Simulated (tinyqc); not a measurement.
# Gain of the pnp from the holding current

Question. On state with both base-emitter voltages at Von: npn base current Ib = (Von/Rs + bp Von/Rw)/(bn bp - 1), holding current Ih = (bn + 1) Ib + Von/Rs. Find bp.

Parameters, values chosen for the exercise:
```
symbol,value,unit,meaning
bn,23,,current gain of the npn
Rs,360,ohm,substrate resistance shunting the npn
Rw,1400,ohm,well resistance shunting the pnp
Von,0.63,V,base-emitter voltage in the on state
```

Ih = 4.15 mA

Answer. Ih gives Ib, and Ib (bn bp - 1) = Von/Rs + bp Von/Rw is linear in bp.

bp = 1.00

Numbers from tinyqc (`OMP_NUM_THREADS=1 python tinyqc.py 2670115 2670116 out.jsonl`; about 0.05 s on one thread of a shared Intel Xeon 2.30GHz).
